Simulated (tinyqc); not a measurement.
# Surface potential of a MOS transistor: implicit equation and explicit approximations, step by step

tinyqc, about 0.01 s, one thread, Intel Xeon 2.30GHz (shared host): `OMP_NUM_THREADS=1 python tinyqc.py 2122063 2122064 out.jsonl` Printed values are rounded.

p-type body, charge-sheet picture, depletion and inversion only, full ionisation (an idealisation for deep acceptors), Boltzmann statistics (rough once Na exp(x - xn) passes about Nc/7). In units of Vt: xg = (Vg - Vfb)/Vt, x = psi/Vt, G = gamma/sqrt(Vt), xn = (2 phiF + Vc)/Vt. The implicit equation is (xg - x)^2 = G^2 [x - 1 + exp(x - xn)] for x above about 3. Cox = eps0 eox/tox.

Parameters, values chosen for the exercise; band and dielectric values those of a made-up semiconductor: temperature T = 300 K; band gap Eg = 1.28 eV; relative permittivity eps_r = 9.3; conduction-band density of states at T Nc = 2.39e19 cm^-3; valence-band density of states at T Nv = 2.12e19 cm^-3; relative permittivity of the gate insulator (close to silicon dioxide) eox = 3.9; insulator thickness tox = 7.9 nm; acceptor density Na = 1.7e16 cm^-3; flat-band voltage Vfb = -0.94 V; channel-body voltage Vc = 1 V; gate-body voltage Vg = 1 V.

Constants: q = 1.602176634e-19 C, kB = 1.380649e-23 J/K, Vt = kB T/q, eps0 = 8.8541878128e-14 F/cm where lengths are in cm. Results are converted to the units shown.

## Scales

ni = sqrt(Nc Nv) exp(-Eg/(2 Vt)), Eg in volts; phiF = Vt ln(Na/ni); gamma = sqrt(2 q eps0 eps_r Na)/Cox; VT = Vfb + Vt (xn + G sqrt(xn - 1)).

phiF = 0.454163 V
gamma = 0.153223 V^0.5
G = 0.952965
xn = 73.8174
VT = 1.17855 V
xg = 75.0426

## Explicit approximation

Depletion value a = 1 + [sqrt(G^2/4 + xg - 1) - G/2]^2; inversion value b = xn + ln[(xg - xn)^2/G^2 - xn + 1] and first guess y = min(a, b) - ln(1 + exp(-|a - b|)) if a > xn + 1, else b = y = a; one second-order correction with D = exp(y - xn), p = 2 (xg - y) + G^2 (1 + D), w = (xg - y)^2 - G^2 (y - 1 + D): z = y + 2 w/(p + sqrt(p^2 - 2 (2 - G^2 D) w)), or the Newton step z = y + w/p where the root is not real.

a = 67.2840
b = 67.2840
y = 67.2840
p = 16.4266
w = -0.00132050
z = 67.2839

The root of the implicit equation is x = 67.2839; y misses it by 8.0e-5 and z by 0, in units of Vt.

## Starting value

x = y rounded to two decimals.

x at the start = 67.28

## Iteration 1: new x

D = exp(x - xn), f = (xg - x)^2 - G^2 (x - 1 + D), f' = -2 (xg - x) - G^2 (1 + D), x(new) = x - f/f'.

D = 0.00144829
f = 0.0641414
f' = -16.4346
x after iteration 1 = 67.2839

## Iteration 2: new x

As before.

D = 0.00145395
f = 1.52221e-5
f' = -16.4268
x after iteration 2 = 67.2839

## Course of the iteration

Stop when the step is below 1e-11, or after 60 iterations.

Course of the iteration:
```
iteration	x before the step	step
1	67.28	3.90e-3
2	67.2839	9.27e-7
3	67.2839	5.68e-14
```

Converged in 3 iterations.

## Potential, charges and gate control

converged x = 67.2839

psi = Vt x; N_dep = Cox Vt G sqrt(x - 1)/q; N_inv = (Cox Vt G/q) [sqrt(x - 1 + exp(x - xn)) - sqrt(x - 1)]; dpsi/dVg = 1/[1 + G^2 (1 + exp(x - xn))/(2 (xg - x))].

psi = 1.73942 V
N_dep = 5.47206e11 cm^-2
N_inv = 6.0015e6 cm^-2
dpsi/dVg = 0.944635

psi lies 6.5 Vt below 2 phiF + Vc.
